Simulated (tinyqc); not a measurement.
Internal photoemission over an interface barrier: one step of the calculation.

Electrons are excited from a metal over the barrier Phi(F) = P0 - sqrt(q F/(4 pi eps0 ei)), whose top lies at xm = sqrt(q/(16 pi eps0 ei F)). The yield is Y = A (hv - Phi)^p exp(-xm/l), with A = 1 here.

Question. Threshold from a spectrum. The yields were made at this field with a scatter of 1 %. Fit Y^(1/n) on hv by least squares for n = 2 and n = 3; the zero of the line is the threshold.

```
point  hv (eV)        Y
0         2.91  0.01892
1         3.04  0.06549
2         3.17   0.1417
3          3.3   0.2537
4         3.43   0.3845
5         3.56    0.552
```

Find: Y^(1/2); Y^(1/3); threshold for n = 2; threshold for n = 3.

Answer.

```
point  Y^(1/2)  Y^(1/3)
0       0.1375   0.2665
1       0.2559   0.4031
2       0.3764   0.5213
3       0.5037   0.6331
4       0.6201   0.7272
5       0.7430   0.8203
```

threshold for n = 2 = 2.764 eV
threshold for n = 3 = 2.571 eV

Numbers from tinyqc (`OMP_NUM_THREADS=1 python tinyqc.py 2410033 2410034 out.jsonl`; about 0.01 s on one thread of a shared Intel Xeon 2.30GHz).
